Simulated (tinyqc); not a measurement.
Worked calculation: Holstein polaron on two sites. Computed by tinyqc, a small Python program that keeps every step. Command: `OMP_NUM_THREADS=1 python tinyqc.py 3029385 3029386 out.jsonl holstein walk`. One thread of a shared host (Intel(R) Xeon(R) Processor @ 2.30GHz), about 0.01 s of CPU time with the checks. Intermediate numbers are printed to about 6 digits and carried at full precision; extremes and crossings named in words are read from the listed rows.

One electron on sites 1 and 2: H = -t (c1+ c2 + c2+ c1) + hbar omega sum_i b_i+ b_i - g hbar omega sum_i n_i (b_i + b_i+). The symmetric phonon shifts the energy by -g^2 hbar omega/2 and drops out; with b = (b_1 - b_2)/sqrt(2) there remains H = -t sigma_x + hbar omega b+ b - (g hbar omega/sqrt(2)) sigma_z (b + b+). Parity splits it into blocks p = +1 and -1 over phonon numbers n. Zero-point energies are left out. Weights Z refer to mode b alone; the displaced symmetric mode multiplies the full zero-phonon weight by exp(-g^2/2).

Inputs (values chosen for the exercise, for a model dimer):

| quantity | value | unit |
|---|---|---|
| hopping t | 66 | meV |
| phonon energy hbar omega | 57.6 | meV |
| coupling g | 2.03 | - |
| phonon levels kept N | 6 | - |

## Energy scales

Polaron binding energy E_p = g^2 hbar omega; ratio E_p/t (the adiabatic potential has two wells when it exceeds 1); adiabaticity hbar omega/t.

E_p = 237.364 meV

E_p/t = 3.59642

hbar omega/t = 0.872727

## The even block in a small basis

Block p: H_nn = n hbar omega - p t (-1)^n - g^2 hbar omega/2, H_(n,n+1) = -(g hbar omega/sqrt(2)) sqrt(n + 1). Take p = +1 and n = 0..N-1.

H, even block (meV), lower triangle (symmetric):
```
          1         2         3         4         5        6
1  -184.682
2   -82.681     4.918
3     0.000  -116.928   -69.482
4     0.000     0.000  -143.207   120.118
5     0.000     0.000     0.000  -165.361    45.718
6     0.000     0.000     0.000     0.000  -184.879  235.318
```

## Levels in the small basis

Diagonalise H; the eigenvector has its largest component positive; Z is the weight of n = 0.

levels (meV): -247.802  -192.995  -98.175  78.828  221.984  390.068

lowest eigenvector: 0.580575  0.443221  0.547417  0.319749  0.237348  0.090828

Z in the small basis = 0.337067

## Converged results

Use 60 levels in both blocks; Z = c_0^2 is the weight of n = 0 in the ground state c; the splitting is the lowest odd level less the lowest even one, which without coupling is the smaller of 2t and hbar omega; <sigma_x> = sum (-1)^n c_n^2 measures the kinetic energy.

ground-state energy = -249.597 meV

weight Z of n = 0 in mode b = 0.295446

mean phonon number in b = 1.61524

splitting = 2.96381 meV

splitting/(2t) = 0.0224531

<sigma_x> = 0.361586

The small basis misses the ground-state energy by 1.8 meV. The splitting has collapsed while <sigma_x> stays much larger: the electron still makes virtual hops, but drags its distortion only slowly.

## Approximations to the ground state

Second order: E = -t - E_p/2 - (E_p/2) hbar omega/(hbar omega + 2t). Lang-Firsov: E = -E_p - t exp(-g^2). Variable displacement: E(x) = -E_p/2 - t exp(-g^2 x^2) - (E_p/2)(2x - x^2), minimised over 0 <= x <= 1. Adiabatic, classical lattice: E = -E_p/2 - t for E_p < t, else -E_p - t^2/(2 E_p); it leaves out the change of zero-point energy.

Ground-state energy (meV):

| method | E | E - exact |
|---|---|---|
| second order in g | -220.737 | 28.8602 |
| Lang-Firsov | -238.435 | 11.1624 |
| variable displacement | -238.669 | 10.9279 |
| adiabatic, classical | -246.540 | 3.0578 |

best displacement x = 0.9456

Closest here is adiabatic, classical (+3.06 meV), furthest second order in g (+28.86 meV), at hbar omega/t = 0.87 and E_p/t = 3.60. Lang-Firsov and variable displacement are variational and lie above the exact value.

Checks made by the program: 60 against 80 levels (relative difference below 1e-10); Hellmann-Feynman: dE/dt = -<sigma_x> (relative difference below 1e-10).
